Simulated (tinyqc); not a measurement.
Haynes-Shockley experiment: drift, diffusion and decay of a minority-carrier pulse: one step, computed by the program tinyqc.

A thin sheet of excess carriers is made at x = 0, t = 0 in a long uniform bar; injection is low, so the pulse moves with the minority mobility.

Task: Two distances. dn(x, t) = N0/sqrt(4 pi D t) exp(-(x - v t)^2/(4 D t) - t/tau). At fixed x the signal peaks where d ln(dn)/dt = 0: a t^2 + t/2 - x^2/(4 D) = 0 with a = v^2/(4 D) + 1/tau. Differences remove part of the bias: mu = (d2 - d)/(F (t_p2 - t_p)). The time-integrated signal is A(x) = (N0/u) exp(x (v - u)/(2 D)), u = sqrt(v^2 + 4 D/tau); the simple lifetime is tau = (t_p2 - t_p)/ln(A(d)/A(d2)).

Inputs (values chosen for the exercise, modelled on holes in n-type silicon in a lightly doped bar):

| quantity | value | unit |
|---|---|---|
| lifetime tau | 17 | microsecond |
| temperature T | 300 | K |
| field F | 18 | V/cm |
| distance d to the collector | 0.27 | cm |
| second distance d2 | 0.45 | cm |

drift velocity v = 8856 cm/s

D = 12.71918 cm^2/s

time of the peak t_p = 29.76644 microsecond

Give: t_p2; mobility from two distances; area ratio A(d)/A(d2); lifetime from areas.

Result:

t_p2 = 49.71 microsecond

mobility from two distances = 501.3 cm^2/(V s)

area ratio A(d)/A(d2) = 3.269

lifetime from areas = 16.84 microsecond
